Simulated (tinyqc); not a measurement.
Comparisons within one model: two-band k.p model of the X valleys of a zinc-blende crystal. A value that a table varies takes the place of the one given here.

k along the valley axis, counted from X, c = hbar^2/2m0, e = c k^2/ml. H = [[e - D/2, i P k], [-i P k, e + D/2]] with P^2 = D0 c/ml, so E = e -/+ sqrt(D^2/4 + D0 e). For D = 0 (diamond lattice) the bands cross at X.

With x = D/D0: for x < 1 the minima lie at k_m = sqrt(ml D0 (1 - x^2)/(4 c)), the hump at X has the height dE = (D0/4)(1 - x)^2 and the mass at the minimum is ml/(1 - x^2); the mass at X is ml/(1 - 1/x), negative for x < 1. For x > 1 the minimum is at X.

Thermal masses along the axis for one X point, lower band, E from the minimum, on 1601 points from -0.8 to 0.8 1/angstrom: density-of-states mass m_d = c I^2/(pi kT), I = integral of exp(-E/kT) dk; conductivity mass m_c = 2 c kT/<(dE/dk)^2> with central differences.

Constants: hbar^2/2m0 = 3.80998211 eV angstrom^2; kB = 8.617333262e-05 eV/K.

Inputs chosen for the exercise (of the order of those of AlAs; the results hold for these values, not for the real material):

| symbol | value | unit | meaning |
|---|---|---|---|
| D0 | 0.151 | eV | coupling energy |
| ml | 0.577 | m0 | mass along the axis from remote bands |
| D | 0.346 | eV | splitting of the two conduction levels at X |
| T | 77 | K | temperature |

## From the diamond lattice to a polar crystal

D is varied at fixed D0 and ml.

Results:

| x | D (eV) | k_m (1/angstrom) | dE (meV) | mass at the minimum |
|---|---|---|---|---|
| 0.00 | 0.000 | 0.0756 | 37.75 | 0.577 |
| 0.30 | 0.045 | 0.0721 | 18.50 | 0.634 |
| 0.60 | 0.091 | 0.0605 | 6.04 | 0.902 |
| 0.80 | 0.121 | 0.0454 | 1.51 | 1.603 |
| 0.90 | 0.136 | 0.0330 | 0.38 | 3.037 |
| 1.10 | 0.166 | 0.0000 | 0.00 | 6.347 |
| 1.30 | 0.196 | 0.0000 | 0.00 | 2.500 |
| 2.00 | 0.302 | 0.0000 | 0.00 | 1.154 |
| 4.00 | 0.604 | 0.0000 | 0.00 | 0.769 |

What can be read from the table?

At D = 0 the minima lie 0.0756 1/angstrom from X under a cusp of D0/4 = 38 meV, the pattern of silicon. The hump shrinks as (1 - x)^2, faster than k_m, so at x = 0.9 it is only 0.38 meV although k_m is still 44 % of its first value. The mass diverges at x = 1 from both sides (3.04 at 0.9, 6.35 at 1.1), where the band is quartic.

## Temperature

Thermal masses against T.

Results:

| T (K) | kT (meV) | m_d | m_c |
|---|---|---|---|
| 10 | 0.86 | 1.022 | 1.019 |
| 20 | 1.72 | 1.019 | 1.015 |
| 50 | 4.31 | 1.013 | 1.003 |
| 100 | 8.62 | 1.004 | 0.986 |
| 200 | 17.23 | 0.988 | 0.959 |
| 300 | 25.85 | 0.975 | 0.937 |
| 500 | 43.09 | 0.954 | 0.905 |

How do the results move?

m_d goes from 1.022 to 0.954 and m_c goes from 1.019 to 0.905. Both start from the edge mass 1.024 and tend to ml = 0.577 for kT far above D0. 

## What each parameter does

Shape of the lower band and thermal masses. Each row changes one parameter from the base and keeps the others.

Results:

| case | k_m (1/angstrom) | dE (meV) | m_d (m0) | m_c (m0) |
|---|---|---|---|---|
| base | 0.0000 | 0.000 | 1.008 | 0.994 |
| D = 0.3564 eV | 0.0000 | 0.000 | 0.988 | 0.975 |
| D0 = 0.1465 eV | 0.0000 | 0.000 | 0.987 | 0.974 |
| ml = 0.5943 m0 | 0.0000 | 0.000 | 1.038 | 1.023 |
| T = 74.69 K | 0.0000 | 0.000 | 1.008 | 0.994 |

What does this show?

The largest shifts from the base row, up to three for each result and ties (the steps differ in size, so this ranks the rows, not the parameters). k_m (1/angstrom): unchanged at the printed digits by D, D0, ml and T. dE (meV): unchanged at the printed digits by D, D0, ml and T. m_d (m0): ml +0.030, D0 -0.021, D -0.020; unchanged at the printed digits by T. m_c (m0): ml +0.030, D0 -0.020, D -0.019; unchanged at the printed digits by T.

Run: tinyqc, `OMP_NUM_THREADS=1 python tinyqc.py 1850260 1850261 out.jsonl`; Intel(R) Xeon(R) Processor @ 2.30GHz, one thread, shared host; about 0.01 s of CPU time with all checks.
